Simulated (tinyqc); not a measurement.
# Changing the coupling N(0)V

Model: BCS gap equation with a constant attraction inside the Debye window. Computed by tinyqc, a small Python program. Command: `OMP_NUM_THREADS=1 python tinyqc.py 3029835 3029836 out.jsonl bcs sweep`. One thread of a shared host (Intel(R) Xeon(R) Processor @ 2.30GHz), about 0.01 s of CPU time with the checks.

Pairs attract with strength V for |xi| < k_B Theta; N(0) is the density of states for one spin. Energies are given as temperatures (E/k_B, in K) unless marked.

Inputs (values chosen for the exercise, modelled on tin):

| quantity | value | unit |
|---|---|---|
| Debye temperature Theta | 196 | K |
| Fermi velocity v_F | 2e+06 | m/s |
| electron density n | 15 | 1e28/m^3 |
| mean free path l | 620 | nm |

Solver: bisection.

Constants: k_B = 8.617333262e-05 eV/K; hbar = 1.054571817e-34 J s; k_B = 1.380649e-23 J/K; m_0 = 9.1093837015e-31 kg; eps_0 = 8.8541878128e-12 F/m; c = 299792458 m/s; e = 1.602176634e-19 C.

Method:
- At T = 0 the gap equation 1/(N(0)V) = int_0^Theta d xi/sqrt(xi^2 + Delta^2) has the integral arcsinh(Theta/Delta), so Delta_0 = Theta/sinh(1/(N(0)V)); weak coupling gives 2 Theta exp(-1/(N(0)V)).
- Gap equation: 1/(N(0)V) = I(Delta, T) = int_0^Theta tanh(E/2T)/E d xi, E = sqrt(xi^2 + Delta^2); 64 Gauss-Legendre points in y with xi = max(Delta, T) sinh(y).
- T_c solves I(0, T_c) = 1/(N(0)V); the weak-coupling form is T_c = (2 e^C/pi) Theta exp(-1/(N(0)V)) with Euler's C = 0.5772157, and 2 Delta_0/T_c then tends to 2 pi e^-C = 3.528.
- xi_0 = hbar v_F/(pi Delta_0); lambda_L = sqrt(m_0 eps_0 c^2/(n e^2)); N(0) = 3 n/(2 m_0 v_F^2) for one spin; condensation energy N(0) Delta_0^2/2 = B_c^2/(2 mu_0), mu_0 = 1/(eps_0 c^2); with scattering lambda = lambda_L sqrt(1 + xi_0/l) in the local limit (where xi_0 and l both exceed lambda, nonlocal response makes the true depth larger); Ginzburg-Landau kappa = 0.96 lambda_L/xi_0 + 0.72 lambda_L/l. Free-electron mass throughout; heavier carriers, as in niobium or vanadium, give a larger lambda_L and kappa and can make the metal type II.

One run for each value:

| coupling N(0)V | T_c (K) | 2 Delta_0/T_c | weak-coupling T_c (K) | Delta_0 (K) | coherence length xi_0 (nm) |
|---|---|---|---|---|---|
| 0.24 | 3.446 | 3.5286 | 3.446 | 6.08 | 799.91 |
| 0.31 | 8.828 | 3.5333 | 8.828 | 15.60 | 311.78 |
| 0.38 | 15.993 | 3.5461 | 15.993 | 28.36 | 171.48 |
| 0.45 | 24.085 | 3.5694 | 24.083 | 42.99 | 113.12 |
| 0.52 | 32.504 | 3.6023 | 32.481 | 58.54 | 83.06 |
| 0.59 | 40.926 | 3.6402 | 40.806 | 74.49 | 65.28 |
| 0.66 | 49.217 | 3.6786 | 48.842 | 90.52 | 53.72 |
| 0.73 | 57.343 | 3.7146 | 56.480 | 106.50 | 45.66 |
| 0.80 | 65.308 | 3.7470 | 63.672 | 122.35 | 39.74 |

What does the table show, and why?

Over the rows, T_c (K) rises from 3.45 to 65.3 (exponent d ln y / d ln x 3.7 between the first rows and 1.4 between the last); 2 Delta_0/T_c rises from 3.53 to 3.75 (exponent d ln y / d ln x 0.0052 between the first rows and 0.095 between the last); weak-coupling T_c (K) rises from 3.45 to 63.7 (exponent d ln y / d ln x 3.7 between the first rows and 1.3 between the last). The exponent of T_c is about 1/(N(0)V), large at weak coupling; the weak-coupling formula misses by 2.5 % in the last row.

Caution (rows 0.380, 0.450, 0.520, 0.590, 0.660, 0.730, 0.800): at this coupling retardation and damping of the phonon exchange (Eliashberg theory) matter.
